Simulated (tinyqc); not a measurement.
Inside a calculation. Model: heat flow across a film from the phonon Boltzmann equation in the relaxation-time approximation. Computed by tinyqc, a small Python program that keeps every step. Command: `OMP_NUM_THREADS=1 python tinyqc.py 3030690 3030691 out.jsonl slabbte walk`. One thread of a shared host (Intel(R) Xeon(R) Processor @ 2.30GHz), about 0.02 s of CPU time with the checks. Intermediate numbers are printed to about 7 digits and carried at full precision; extremes and crossings named in words are read from the listed rows.

Two black walls, hot at x = 0 and cold at x = L, emit phonons isotropically. For one free path Lambda, with tau = x/Lambda, tau_L = L/Lambda and phi = (T - T_cold)/Delta T, energy balance gives phi(tau) = (1/2) [E2(tau) + int_0^tau_L phi(s) E1(|tau - s|) ds]; E_n are the exponential integrals. The flux over the ballistic flux C v Delta T/4 is psi = 1 - 2 int_0^tau_L phi(s) E2(s) ds, and kappa_eff/kappa = (3/4) tau_L psi. kappa = C v Lambda/3 is an input, so at fixed kappa a longer free path means a smaller C v.

Inputs (values chosen for the exercise, modelled on silicon):
```
quantity                             value     unit
bulk conductivity kappa                141  W/(m K)
film thickness L                        94       nm
wall temperature difference Delta T    1.3        K
free path Lambda_1                     120       nm
free path Lambda_2                    1700       nm
share f_2 of kappa                    0.43        -
free path Lambda_3                   10000       nm
share f_3 of kappa                    0.27        -
cells n in the small system              6        -
```

Free-path groups: three.

## The small linear system for Lambda_1

Cut the film into n equal cells with constant phi, collocated at the centres c_i: the kernel integrates to A_ij = |E2(|c_i - e_j|) - E2(|c_i - e_(j+1)|)|/2 for cell edges e_j, and A_ii = 1 - E2(half a cell); solve (1 - A) phi = E2(c)/2; psi = 1 - 2 sum_j phi_j [E3(e_j) - E3(e_(j+1))].

optical thickness tau_L = 0.7833333

1 - A:
```
            1           2           3           4           5           6
1   0.7921441  -0.1064066  -0.0666435  -0.0470617  -0.0349922  -0.0268117
2  -0.1064066   0.7921441  -0.1064066  -0.0666435  -0.0470617  -0.0349922
3  -0.0666435  -0.1064066   0.7921441  -0.1064066  -0.0666435  -0.0470617
4  -0.0470617  -0.0666435  -0.1064066   0.7921441  -0.1064066  -0.0666435
5  -0.0349922  -0.0470617  -0.0666435  -0.1064066   0.7921441  -0.1064066
6  -0.0268117  -0.0349922  -0.0470617  -0.0666435  -0.1064066   0.7921441
```

right-hand side E2(c)/2: 0.3960720  0.2896654  0.2230219  0.1759602  0.1409680  0.1141562

flux weights E3(e_j) - E3(e_(j+1)): 0.1049751  0.07602955  0.05843962  0.04607406  0.03689620  0.02987054

## Temperature profile and flux in the small system

In short, (1 - A) phi = b and psi = 1 - 2 sum_j w_j phi_j, with b the right-hand side and w_j the flux weights; the cells divide 0 to tau_L.

phi at the cell centres: 0.6821734  0.6057473  0.5348372  0.4651628  0.3942527  0.3178266

psi, small system = 0.6112127

## Fine solution for Lambda_1

Use 150 and 300 cells and extrapolate psi = (4 psi(300) - psi(150))/3. The jump at the hot wall is 1 - phi there (linear extrapolation from the first two of 300 cells). Two-flux (diffusion with slip) formula: psi = 1/(1 + 3 tau_L/4).

psi for Lambda_1 = 0.6094748

kappa_eff/kappa for Lambda_1 = 0.3580665

jump at the wall / Delta T for Lambda_1 = 0.2678786

psi, two-flux formula = 0.6299213

The small system misses psi by +0.29 % and the two-flux formula by +3.4 %. For Lambda_1 alone: Jumps at the walls and the gradient inside share Delta T.

## Conductivity, flux and boundary resistance of the film

Each group is solved on its own with 150 and 300 cells, psi = (4 psi(300) - psi(150))/3, and weighted by its share of kappa (f_1 is what the others leave); exchange of energy between groups inside the film is left out. Flux J = kappa_eff Delta T/L; apparent boundary resistance per wall (L/kappa_eff - L/kappa)/2.

kappa_eff = 17.80186 W/(m K)

kappa_eff/kappa = 0.1262543

flux J = 0.2461959 GW/m^2

apparent resistance per wall = 2.306840 m^2 K/GW

## Exact and approximate size effects

Two-flux: kappa_eff/kappa = sum f_i/(1 + 4 Lambda_i/(3 L)). Matthiessen with the thickness: sum f_i/(1 + Lambda_i/L). Ballistic limit: sum f_i 3 L/(4 Lambda_i).

Kappa_eff/kappa:
```
L (nm)    Boltzmann     two-flux  Matthiessen  ballistic limit
3.6     0.007315145  0.007356206  0.009743693      0.007505841
12       0.02310676   0.02343750   0.03061036       0.02501947
30       0.05233957   0.05359139   0.06826422       0.06254868
72        0.1046632    0.1077919    0.1319019        0.1501168
180       0.1890498    0.1940549    0.2259443        0.3752921
480       0.3037694    0.3095279    0.3470453         1.000779
1200      0.4285858    0.4358456    0.4795869         2.501947
3000      0.5706275    0.5793387    0.6252373         6.254868
```

The two-flux formula lies above the Boltzmann result by at most about 3.0 % (at L = 72 nm); the Matthiessen form is high by up to 33 %, since it misses the factor 3/4 of the ballistic limit. The thinnest film reaches 97 % of that limit, and the thickest, 25 Lambda_1, only 57 % of the bulk value: the long free paths keep the size effect alive far beyond Lambda_1. Rows below about 10 nm are near the phonon wavelength, where a particle picture fails.

Checks made by the program: symmetry phi(tau) + phi(tau_L - tau) = 1 (relative difference below 1e-10); thick-film limit psi = 1/(3 tau_L/4 + 1.0657) at tau_L = 20 (relative difference 2e-04).
